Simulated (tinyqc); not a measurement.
Conduction-band offset of an n-N heterojunction from carrier-profile moments: one step of the calculation.

Layer 1 (x < 0) accumulates electrons and layer 2 (x > 0) is depleted. Boltzmann statistics. The bands bend down by V1 in layer 1 and up by V2 in layer 2, with V1 + V2 = VD = dE + Vt ln[(N2/Nc2)/(N1/Nc1)].

Task. Offset from the moments. A C-V profile smears n(x) but keeps its zeroth and first moments: si = -int (N - n) dx, VD = (q/(eps0 eps_r)) int (N - n) x dx, dE = VD - Vt ln[(N2/Nc2)/(N1/Nc1)]. Use the trapezoidal rule on each side.

Values chosen for this exercise; values of the order of III-V alloys: temperature T = 350 K; relative permittivity of both layers eps_r = 12.9; density of states of the narrow-gap layer 1 Nc1 = 7e17 cm^-3; density of states of the wide-gap layer 2 Nc2 = 1e18 cm^-3; conduction-band offset dE = 0.3 eV; donor density in layer 1 N1 = 4.8e15 cm^-3; donor density in layer 2 N2 = 6.5e16 cm^-3; fixed charge at the interface si = 0 cm^-2.

Constants: q = 1.602176634e-19 C, kB = 1.380649e-23 J/K, Vt = kB T/q, eps0 = 8.8541878128e-14 F/cm where lengths are in cm. Results are converted to the units shown.

```
left point  -x (nm)  n in layer 1 (cm^-3)
0                 0            4.58135e17
1              1.55            3.43645e17
2              9.38            1.25073e17
3              26.9            3.84310e16
4              56.9            1.49896e16
5               102            8.10759e15
6               163            5.86046e15
7               244            5.08726e15
8               345            4.86162e15
9               469            4.80959e15
```

```
right point  x (nm)  n in layer 2 (cm^-3)
0                 0            3.13391e13
1              11.1            2.40450e14
2              27.4            2.45116e15
3              46.4            1.40566e16
4              67.5            3.70001e16
5              90.2            5.46947e16
6               114            6.19769e16
7               140            6.42586e16
8               166            6.48215e16
9               194            6.49617e16
```

Wanted: si; VD; dE.

Result.

si = 6.052e10 cm^-2
VD = 0.3674 V
dE = 0.2996 eV

On these few points dE comes out -0.43 meV from the true 0.3 eV, and si misses by 6.1e10 cm^-2, 14 % of Q1.

Program tinyqc, `OMP_NUM_THREADS=1 python tinyqc.py 2410071 2410072 out.jsonl`; Intel Xeon 2.30GHz, shared host, one thread, about 0.07 s.
